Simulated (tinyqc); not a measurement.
Buckled dimers of a reconstructed (001) surface, two dangling bonds a dimer: sweeps and comparisons. A value that a table varies takes the place of the one given here.

In a dimer one atom moves up by z and the other down by z; the dangling bond of the up atom (more s-like) falls by gm z and that of the down atom rises by gm z. With all dimers tilted alike: H(k) = [[-gm z - 2 ta cos k, -tp - 2 tx cos k], [., gm z - 2 ta cos k]], k along the row in 1/a. Two electrons a dimer fill the lowest N of the 2N levels on the mesh k_j = (j + 1/2) pi/N. Total energy a dimer: W(z) = (2/N) sum of the filled levels + kf z^2. Repulsion between electrons is left out.

Parameters, chosen for this exercise (of the size met on Ge(001); shifted at random, so the results belong to these values and not to a real crystal):
```
symbol  value  unit           meaning
tp      0.21   eV             pi coupling inside a dimer
ta      0.22   eV             coupling between like atoms along the row
tx      0.01   eV             diagonal coupling along the row
gm      1.9    eV/angstrom    shift of a dangling bond with height
kf      5.3    eV/angstrom^2  force constant of buckling
N       8                     k points
```

## Energy against buckling

W relative to z = 0; gap as lowest upper less highest lower level on 201 points from 0 to pi.

Per dimer (eV):
```
z (angstrom)  band energy  elastic        W      gap
0.00               0.0000   0.0000   0.0000  -0.4600
0.05              -0.0102   0.0132   0.0030  -0.4187
0.10              -0.0560   0.0530  -0.0030  -0.3130
0.15              -0.1269   0.1192  -0.0076  -0.1712
0.20              -0.2428   0.2120  -0.0308  -0.0110
0.30              -0.5893   0.4770  -0.1123   0.3355
0.40              -0.9513   0.8480  -0.1033   0.6974
0.50              -1.3201   1.3250   0.0049   1.0663
0.60              -1.6926   1.9080   0.2154   1.4387
```

W is lowest at z = 0.3 among these rows (-0.1123 eV). The band energy falls as z^2 at first and linearly, as -2 gm z, once gm z is far above tp, so the elastic term always wins at large z. The gap opens near z = 0.203 angstrom.

## Strong pi bonds keep dimers flat

tp is varied; z minimises W on 0 to 1 angstrom; gap on 201 points; charge moved: the mean of gm z/sqrt((gm z)^2 + h^2) over the mesh, h the off-diagonal element.

Against tp:
```
tp (eV)  z (angstrom)  gain (eV)  gap (eV)  charge moved (e)
0.10           0.3545     0.1252    0.4826             0.989
0.20           0.3426     0.1192    0.4826             0.956
0.30           0.3218     0.1148    0.4826             0.898
0.45           0.2691     0.0786    0.4827             0.751
0.60           0.1699     0.0097    0.4828             0.474
0.80           0.0000     0.0000    0.7200             0.000
1.00           0.0000     0.0000    1.1200             0.000
1.30           0.0000     0.0000    1.7200             0.000
1.60           0.0000     0.0000    2.3200             0.000
```

Dimers buckle for tp up to 0.6 eV among these rows; for an isolated dimer the limit is gm^2/kf = 0.681 eV. While buckled, the splitting, on average over k, stays near 2 gm^2/kf = 1.362 eV whatever tp is, and beyond the limit it follows 2 tp; the gap is smaller by the width of the bands, about 4 ta = 0.88 eV.

## Tilting alike or in alternation

Alternation doubles the cell: sites L1, R1, L2, R2 with levels -gm z, +gm z, +gm z, -gm z, -tp inside a dimer, -2 ta cos k between L1-L2 and R1-R2, -2 tx cos k between L1-R2 and R1-L2, on k_j = (j + 1/2) pi/(2N); the lowest half of the levels is filled. Energies a dimer; gaps on these meshes.

Two patterns:
```
z (angstrom)  W alike (eV)  W alternating (eV)  difference (meV)  gap alike (eV)  gap alternating (eV)
0.05               -0.6229             -0.6587             -35.8         -0.4018                0.1901
0.10               -0.6289             -0.7163             -87.4         -0.2961                0.3800
0.15               -0.6335             -0.7746            -141.1         -0.1544                0.5700
0.20               -0.6567             -0.8234            -166.7          0.0059                0.7600
0.30               -0.7382             -0.8721            -133.9          0.3524                1.1400
0.40               -0.7292             -0.8389            -109.7          0.7143                1.5199
0.50               -0.6211             -0.7131             -92.0          1.0832                1.8992
```

The lowest W listed is -0.7382 eV for like tilts and -0.8721 eV for alternation; the difference at equal z runs from -166.7 to -35.8 meV. With alternation ta joins filled up atoms to empty down atoms and gains energy in second order, about 2 ta^2/(gm z) a dimer at large z, while tx does so for like tilts; here ta = 0.22 and tx = 0.01 eV. At z = 0.3 the gap is 0.352 eV alike and 1.140 eV alternating.

## What each parameter does

z minimises W on 0 to 1 angstrom; gain over flat dimers; gap on 201 points from 0 to pi. Each row changes one parameter from the base and keeps the others.

Results:
```
case                     z (angstrom)  gain (eV)  gap (eV)
base                           0.3410     0.1202    0.4826
tp = 0.178 eV                  0.3460     0.1180    0.4826
ta = 0.25 eV                   0.3410     0.0492    0.3626
tx = 0.04 eV                   0.3401     0.1242    0.4874
gm = 2.052 eV/angstrom         0.3733     0.2243    0.7092
kf = 4.77 eV/angstrom^2        0.3826     0.1894    0.6339
```

The largest shifts from the base row, up to three for each result and ties (the steps differ in size, so this ranks the rows, not the parameters). z (angstrom): kf +0.0417, gm +0.0324, tp +0.0050; unchanged at the printed digits by ta. gain (eV): gm +0.1041, ta -0.0710, kf +0.0692. gap (eV): gm +0.2266, kf +0.1513, ta -0.1200; unchanged at the printed digits by tp.

Run: tinyqc, `OMP_NUM_THREADS=1 python tinyqc.py 1450242 1450243 out.jsonl`; Intel(R) Xeon(R) Processor @ 2.30GHz, one thread, shared host; about 0.02 s of CPU time with all checks.
